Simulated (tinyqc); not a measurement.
From results back to parameters: one-oscillator model of a band gap. Three cases, with inputs chosen for the exercise.

Problem. A gap follows E(T) = E0 - s1 t1/(exp(t1/T) - 1) with the zero-point term ZP = s1 t1/2, which scales as M^(-1/2). The shift of E0 on going from M to M + dM and the limiting slope at high T are given.

Find: sqrt(M/(M + dM)); ZP; t1.

Method. The shift is ZP (1 - sqrt(M/(M + dM))); then t1 = 2 ZP/s1.

Case 1.

Values chosen (out of a larger set: near those of Ge; not measured data): M = 72.57 u (mean atomic mass); dM = -3.32 u (change of the mean mass (not bounded by the natural isotopes)).

shift of E0 = -1.125713 meV
limiting slope s1 = 0.415 meV/K

Solution.

sqrt(M/(M + dM)) = 1.023690
ZP = 47.52 meV
t1 = 229 K

Case 2.

Values chosen (out of a larger set: near those of diamond; not measured data): M = 12 u (mean atomic mass); dM = 1.06 u (change of the mean mass (not bounded by the natural isotopes)).

shift of E0 = 13.799510 meV
limiting slope s1 = 0.545 meV/K

Solution.

sqrt(M/(M + dM)) = 0.958559
ZP = 333.00 meV
t1 = 1222 K

Case 3.

Values chosen (out of a larger set: near those of InP; not measured data): M = 72.97 u (mean atomic mass); dM = -4.34 u (change of the mean mass (not bounded by the natural isotopes)).

shift of E0 = -1.569660 meV
limiting slope s1 = 0.368 meV/K

Solution.

sqrt(M/(M + dM)) = 1.031134
ZP = 50.42 meV
t1 = 274 K

Computed by tinyqc, one run a case: `OMP_NUM_THREADS=1 python tinyqc.py N N+1 out.jsonl` with N = 1851298, 1880029, 1880056; one thread of a shared Intel(R) Xeon(R) Processor @ 2.30GHz, about 0.01 s a run at most.
